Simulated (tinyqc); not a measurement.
# Changing the target area A_t

Model: Berg model of reactive sputtering of a nitride or oxide: poisoning, hysteresis and pumping speed. Computed by tinyqc, a small Python program. Command: `OMP_NUM_THREADS=1 python tinyqc.py 3017866 3017867 out.jsonl berg sweep`. One thread of a shared host (Intel(R) Xeon(R) Processor @ 2.30GHz), about 0.02 s of CPU time with the checks.

A diatomic gas reacts with bare metal on the target and on the collecting surfaces; ions remove metal and compound from the target. theta_t and theta_c are the compound fractions.

Inputs (values chosen for the exercise, close to those used for titanium nitride): ion current density J = 6.7 mA/cm^2; collecting area A_c = 4200 cm^2; metal yield Y_m = 0.57; compound yield Y_c = 0.16; sticking coefficient alpha = 0.11; reactive atoms per metal atom z = 1; gas mass M = 28 u; pumping speed S = 540 l/s; gas temperature T = 300 K; reactive partial pressure P = 0.017 Pa.

Constants: e = 1.602176634e-19 C; u = 1.6605390666e-27 kg; k_B = 1.380649e-23 J/K.

Method. Ion flux j = J/e; gas flux F = P/sqrt(2 pi M k_B T). Target: (2/z) alpha F (1 - theta_t) = j Y_c theta_t. Sputtered flows F_c = j Y_c theta_t A_t, F_m = j Y_m (1 - theta_t) A_t. Collector: (2/z) alpha F (1 - theta_c) A_c + F_c (1 - theta_c) = F_m theta_c. Gas use Q = alpha F [(1 - theta_t) A_t + (1 - theta_c) A_c] + P S/(k_B T); 1 sccm = 4.4780e17 molecules/s. Rate R = F_m + F_c, given relative to j Y_m A_t. P is a single-valued function of the flow Q only if dQ/dP > 0 everywhere: S must exceed k_B T times the steepest fall of the surface terms with P.

One run for each value:
```
target area A_t (cm^2)  critical pumping speed (l/s)  theta_c  total flow Q (sccm)
5.0                                              9.4   0.9990                 5.02
9.9                                             16.0   0.9980                 5.10
20.0                                            26.6   0.9960                 5.24
39.0                                            40.9   0.9922                 5.52
77.0                                            60.1   0.9848                 6.07
150.0                                           82.3   0.9709                 7.11
300.0                                          106.2   0.9442                 9.15
600.0                                          126.6   0.8967                12.92
```

Over the rows, critical pumping speed (l/s) rises from 9.44 to 127 (exponent d ln y / d ln x 0.78 between the first rows and 0.25 between the last); theta_c falls from 0.999 to 0.897 (exponent d ln y / d ln x -0.0014 between the first rows and -0.074 between the last); total flow Q (sccm) rises from 5.02 to 12.9 (exponent d ln y / d ln x 0.021 between the first rows and 0.50 between the last). A smaller eroded area lowers the critical pumping speed, one known way to remove the hysteresis.
